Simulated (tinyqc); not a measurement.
Inside a calculation. Model: spin coating of a resist or spin-on film: centrifugal thinning, evaporation and the final thickness (Emslie and Meyerhofer models). Computed by tinyqc, a small Python program that keeps every step. Command: `OMP_NUM_THREADS=1 python tinyqc.py 3111444 3111445 out.jsonl spincoat walk`. One thread of a shared host (Intel(R) Xeon(R) Processor @ 2.30GHz), about 0.1 s of CPU time with the checks. Intermediate numbers are printed to about 7 digits and carried at full precision; extremes and crossings named in words are read from the listed rows.

A Newtonian film stays uniform over the wafer; solvent and solids have the same density and the concentration is uniform through the thickness.

Inputs (values chosen for the exercise, of the order of those of a polymer resist in an ester solvent):

| quantity | value | unit |
|---|---|---|
| solids volume fraction c0 | 0.11 | - |
| kinematic viscosity of the solvent nu_s | 2.2 | mm^2/s |
| viscosity constant k | 2100 | mm^2/s |
| viscosity exponent gamma | 2.3 | - |
| spin speed f | 6000 | rpm |
| evaporation rate at 1000 rpm e0 | 0.39 | micrometre/s |
| starting thickness h0 | 800 | micrometre |
| time t | 0.68 | s |
| wafer radius R | 150 | mm |
| shrinkage in the bake | 5.8 | % |

## Rates

omega = 2 pi f/60; nu(c) = nu_s + k c^gamma; evaporation rate e = e0 sqrt(f/1000 rpm). Flow constant K = 2 omega^2/(3 nu(c0)); Reynolds number of the air omega R^2/nu_air with nu_air = 15 mm^2/s.

omega = 628.3185 1/s

nu(c0) = 15.30456 mm^2/s

evaporation rate e = 0.9553010 micrometre/s

flow constant K = 0.01719680 1/(micrometre^2 s)

Reynolds number of the air = 942477.8

Caution: above a Reynolds number of about 3e5 the air flow near the rim turns turbulent, and evaporation is no longer uniform.

## Thinning without evaporation

dh/dt = -K h^3 gives h = h0/sqrt(1 + 2 K h0^2 t); for long times h = 1/sqrt(2 K t).

h(t) without evaporation = 6.538712 micrometre

long-time form = 6.538931 micrometre

time 1/(2 K h0^2) = 4.542997e-05 s

The long-time form is within 0.0033 %: the starting thickness is forgotten.

## The two-stage estimate

Meyerhofer estimate: flow rules until (1 - c0) K h^3 = e, then evaporation alone: h_w = (e/((1 - c0) K))^(1/3), dry film c0 h_w.

wet thickness h_w = 3.966744 micrometre

dry film, estimate = 436.3419 nm

drying time (1 - c0) h_w/e = 3.695592 s

## First explicit step of the full model

Solids s and liquid l per area start at s = c0 h0, l = (1 - c0) h0. With h = h0 and c = c0: Q = K h^3, K = 2 omega^2/(3 nu); one Euler step of length dt = 0.01 h0/Q for s and l, ds/dt = -c Q, dl/dt = -(1 - c) Q - e.

Q = 8804761 micrometre/s

dt = 9.085993e-07 s

s = 87.12 micrometre

l = 704.8800 micrometre

Q/e at the start = 9216740

## The full model

Full model for solids s and liquid l per area, h = s + l, c = s/h: ds/dt = -c Q, dl/dt = -(1 - c) Q - e, Q = 2 omega^2 h^3/(3 nu(c)); integrated adaptively (relative tolerance 1e-9) until l = 0. Dry film = s at l = 0, before the bake; film after the bake = s x (1 - shrinkage).

time to dry = 4.855413 s

dry film = 499.7353 nm

film after the bake = 470.7507 nm

## Course in time

Times are fractions of the time to dry.

History:

| fraction | t (s) | h (micrometre) | c | nu (mm^2/s) | Q/e | s (nm) |
|---|---|---|---|---|---|---|
| 0.003 | 1.456624e-02 | 44.60593 | 0.1100229 | 15.3108 | 1.597007e+03 | 4907.676 |
| 0.010 | 4.855413e-02 | 24.45296 | 0.1101393 | 15.3428 | 2.625543e+02 | 2693.232 |
| 0.030 | 1.456624e-01 | 14.10668 | 0.1107255 | 15.5042 | 4.988308e+01 | 1561.969 |
| 0.100 | 4.855413e-01 | 7.66994 | 0.1145051 | 16.5720 | 7.501187e+00 | 878.247 |
| 0.200 | 9.710827e-01 | 5.31953 | 0.1233500 | 19.2545 | 2.153848e+00 | 656.164 |
| 0.350 | 1.699395e+00 | 3.81079 | 0.1442904 | 26.6605 | 5.718800e-01 | 549.861 |
| 0.500 | 2.427707e+00 | 2.88883 | 0.1780952 | 41.8935 | 1.585431e-01 | 514.486 |
| 0.700 | 3.398789e+00 | 1.89687 | 0.2643833 | 100.6821 | 1.867616e-02 | 501.500 |
| 0.900 | 4.369872e+00 | 0.96365 | 0.5186344 | 466.0744 | 5.289751e-04 | 499.784 |

Q/e drops below 1 between t = 0.97 and 1.7 s, when c has risen from 0.11 to about 0.144; after that row the solids fall by a further 9 %. The full model gives 1.15 times the two-stage estimate.

## Spin curve

The formulas are those given above.

Dry film against speed:

| f (rpm) | full model (nm) | estimate (nm) | time to dry (s) |
|---|---|---|---|
| 500 | 1731.130 | 1511.533 | 58.25892 |
| 1000 | 1224.095 | 1068.815 | 29.13111 |
| 1500 | 999.470 | 872.684 | 19.42111 |
| 2000 | 865.567 | 755.766 | 14.56597 |
| 3000 | 706.732 | 617.081 | 9.71074 |
| 4000 | 612.048 | 534.407 | 7.28309 |
| 6000 | 499.735 | 436.342 | 4.85541 |

The full thickness goes as f^-0.500; the estimate as (e/omega^2)^(1/3) = f^(-1/2). The time to dry goes as f^-1.00. A thickness window of 1 % allows a speed error of about 2 %.

Checks made by the program: constant-viscosity run against c0 h0 exp(-int K h^2 dt) (relative difference 2e-05).
